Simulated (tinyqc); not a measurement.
Interstitial-substitutional diffusion of a fast metal impurity in a wafer (kick-out and dissociative mechanisms): one step, computed by the program tinyqc. Command: `OMP_NUM_THREADS=1 python tinyqc.py 3029768 3029769 out.jsonl kickout walk`. One thread of a shared host (Intel(R) Xeon(R) Processor @ 2.30GHz), about 0.3 s of CPU time with the checks.

The metal moves as an interstitial A_i and dissolves on lattice sites either by kicking out a self-interstitial (A_i = A_s + I) or by filling a vacancy (A_i + V = A_s). With A_i at its solubility, local equilibrium and c = C_s/C_s*, self-interstitials and vacancies obey C_I/C_I* = 1/c and C_V/C_V* = c.

Problem. Diffusivity against concentration. In defect-free silicon dc/dt = d/dx [(D_K/c^2 + D_F) dc/dx], c = 1 at both faces. D_K = D_I C_I*/C_s* and D_F = D_V C_V*/C_s*. The two terms are equal at c* = sqrt(D_K/D_F). Take c = 1, 0.5, 0.2, 0.1, 0.03 and 0.01.

Inputs (values chosen for the exercise, loosely like those of gold in silicon): temperature T = 1150 C.

D_K = 6.918159e-09 cm^2/s

D_F = 1.341405e-09 cm^2/s

Give: c*; Effective diffusivity (cm^2/s).

Solution.

c* = 2.2710

Effective diffusivity (cm^2/s):

| c | kick-out term | total |
|---|---|---|
| 1.00 | 6.9182e-09 | 8.2596e-09 |
| 0.50 | 2.7673e-08 | 2.9014e-08 |
| 0.20 | 1.7295e-07 | 1.7430e-07 |
| 0.10 | 6.9182e-07 | 6.9316e-07 |
| 0.03 | 7.6868e-06 | 7.6882e-06 |
| 0.01 | 6.9182e-05 | 6.9183e-05 |
